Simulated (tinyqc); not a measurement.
Inside a calculation: quasiparticle equation with a plasmon-pole self-energy for two band edges. Values are carried at full precision from step to step, so a last printed digit may differ when a step is redone from the rounded ones.

For each edge E = e + X + Sc(E), with the correlation part Sc(E) = A[0]/(E - a + w) + A[1]/(E - b - w); a and b are the valence and conduction energies that enter the Green function (a = ev, b = ec in the one-shot scheme). Z = 1/(1 - dSc/dE), dSc/dE = -A[0]/(E - a + w)^2 - A[1]/(E - b - w)^2.

Inputs chosen for the exercise (scales of the order of those of AlN; not measured data):
- ev = 0 eV (mean-field valence top)
- ec = 4.26 eV (mean-field conduction edge)
- w = 20.4 eV (pole energy)
- Av = (68.7, 31.2) eV^2 (weights of the valence state on the hole and electron poles)
- Ac = (29.1, 75.9) eV^2 (the same for the conduction state)
- Xv = -3.1 eV (exchange minus the mean-field potential, valence)
- Xc = 3.75 eV (the same, conduction)

## Linearised one-shot correction

Evaluate Sc and its slope at the mean-field energy; E = e + Z (X + Sc).

Terms:
```
edge        Sc (eV)   dSc/dE       Z  X + Sc (eV)   E (eV)
valence      2.1024  -0.2164  0.8221      -0.9976  -0.8201
conduction  -2.5405  -0.2302  0.8129       1.2095   5.2431
```

gap = 6.0632 eV
gap with Z = 1 = 6.4670 eV

The gap opens by 1.803 eV, 45 % of it by lowering the valence top. Setting Z = 1 would overshoot by 0.404 eV. X and Sc have opposite signs and are each larger than the sum they leave, so both must be converged well.

## Solving the equation for the conduction edge

Newton steps on f(E) = E - ec - Xc - Sc(E) from E = ec; the first step is the linearised result.

Iterates:
```
step   E (eV)   Sc (eV)     f (eV)
0     4.26000  -2.54054  -1.209460
1     5.24311  -2.77416   0.007275
2     5.23727  -2.77273   0.000000
3     5.23727  -2.77273   0.000000
```

The linearisation errs by +5.8 meV, as the shift is only 0.048 of the pole energy.

## All solutions for the valence state

Multiplying out gives a cubic; give its three roots and their weights Z.

roots (eV): -23.822  -0.817  25.798

weights: 0.1453  0.8149  0.0398

The weights add up to 1. The satellite below lies 23.01 eV from the main peak, 13 % more than w: this scheme places plasmon satellites too far out, and gives one where a cumulant form gives a series.

## Updating the energies in the Green function

Solve both equations exactly, put the results in place of a and b, and repeat five times; w is kept.

Cycles (eV):
```
cycle       Ev      Ec     gap
1      -0.8166  5.2373  6.0539
2      -0.8952  5.3615  6.2567
3      -0.9015  5.3775  6.2790
4      -0.9018  5.3797  6.2814
5      -0.9017  5.3800  6.2817
```

The update moves the gap by +228 meV from the one-shot value; each cycle shrinks the change to about 0.11 of the one before.

## Checks

- Sum of the weights of the three roots: both 1.000000.
- Newton result against the root by bisection (eV): both 5.23727.

Run: tinyqc, `OMP_NUM_THREADS=1 python tinyqc.py 1850472 1850473 out.jsonl`; Intel(R) Xeon(R) Processor @ 2.30GHz, one thread, shared host; about 0.02 s of CPU time with all checks.
